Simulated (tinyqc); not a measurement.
Lossy package transmission line with skin effect: one step of the calculation.

A uniform line in a homogeneous dielectric: c = sqrt(er)/(c0 Z0), l = Z0 sqrt(er)/c0 (c0 = 299792458 m/s), g = w c td, w = 2 pi f. The resistance joins its limits as r = sqrt(r_dc^2 + r_hf^2), with r_dc = rho/(wd th), r_hf = kr rho/(2 delta (wd + th)), delta = sqrt(rho/(pi f mu0)), mu0 = 4 pi 1e-7 H/m; this is an interpolation, and internal inductance, up to 0.05 nH/mm at low frequency, is neglected.

Task. Line constants. delta, r_dc, r_hf, r, l, c and g as defined.

Values chosen for this exercise: width of the strip wd = 96 um; thickness of the strip th = 8 um; resistivity rho = 1.8 uohm cm; relative permittivity er = 3; loss tangent td = 0; lossless impedance sqrt(l/c) Z0 = 40 ohm; factor for crowding and the return path kr = 1.2; frequency f = 0.64 GHz.

Wanted: delta; r_dc; r_hf; r; l; c; g.

Result.

delta = 2.669 um
r_dc = 0.02344 ohm/mm
r_hf = 0.03891 ohm/mm
r = 0.04542 ohm/mm
l = 0.2311 nH/mm
c = 144.4 pF/m
g = 0 S/m

r is 1.94 times r_dc; the skin depth is 0.334 of the thickness.

Numbers from tinyqc (`OMP_NUM_THREADS=1 python tinyqc.py 2810160 2810161 out.jsonl`; about 0.01 s on one thread of a shared Intel Xeon 2.30GHz).
